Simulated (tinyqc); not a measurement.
## Trap density from one capacitance

Question. Traps spread evenly through the insulator exchange electrons with the semiconductor by tunnelling, with tau(x) = t0 exp(2 ka x) at depth x from the interface. The admittance per area Y seen at depth x obeys dY/dx = -Y^2/(i w eps0 eox) + q Nb ln(1 + i w tau)/tau, with Y(0) = i w Cs and w = 2 pi f; the gate sees Y(tox) = G + i w C. Working variable y = Y/(i w), in uF/cm^2. Cox = eps0 eox/tox. Find Nb and G/w.

Parameters, values chosen for the exercise:

| symbol | value | unit | meaning |
|---|---|---|---|
| eox | 8.18 |  | relative permittivity of the insulator |
| tox | 4.9 | nm | insulator thickness |
| Cs | 2 | uF/cm^2 | semiconductor capacitance in accumulation |
| ka | 3.1 | 1/nm | decay constant of the wave function in the insulator |
| t0 | 3e-10 | s | time constant of a trap at the interface |
| f | 10000 | Hz | frequency |

Constants: q = 1.602176634e-19 C, eps0 = 8.8541878128e-14 F/cm where lengths are in cm. Results are converted to the units shown.

C = 1.3063643 uF/cm^2

Solution. C rises steadily with Nb, so one density matches; in practice ka and t0 must come from the frequency dependence.

Nb = 7.90e19 cm^-3 eV^-1
G/w = 0.0703 uF/cm^2

Program tinyqc, `OMP_NUM_THREADS=1 python tinyqc.py 2202046 2202047 out.jsonl`; Intel Xeon 2.30GHz, shared host, one thread, about 0.4 s.
